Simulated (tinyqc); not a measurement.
Deal-Grove kinetics of thermal oxidation of silicon: one step, computed by the program tinyqc. Command: `OMP_NUM_THREADS=1 python tinyqc.py 3018522 3018523 out.jsonl oxide walk`. One thread of a shared host (Intel(R) Xeon(R) Processor @ 2.30GHz), about 0.09 s of CPU time with the checks.

Oxidant diffuses through the oxide and reacts at the interface, so that dx/dt = B/(A + 2x) for the oxide thickness x.

Task: Thickness after the oxidation. tau = (x_i^2 + A x_i)/B and x = (A/2) [sqrt(1 + 4 B (t + tau)/A^2) - 1], the root of x^2 + A x = B (t + tau). Silicon consumed is 0.44 times the oxide grown; the rate is B/(A + 2x).

Inputs (values chosen for the exercise, close to those used for silicon): temperature T = 1000 C; initial oxide x_i = 0.1 um; time t = 11 h.

Ambient: dry oxygen. Surface: (111).

length A = 0.08781016 um

parabolic constant B = 0.001142013 um^2/h

Give: tau; oxide thickness x; silicon consumed; final growth rate.

Result:

tau = 16.446 h

oxide thickness x = 0.13850 um

silicon consumed = 0.016939 um

final growth rate = 0.0031305 um/h

2x/A = 3.15: diffusion through the oxide limits the rate.
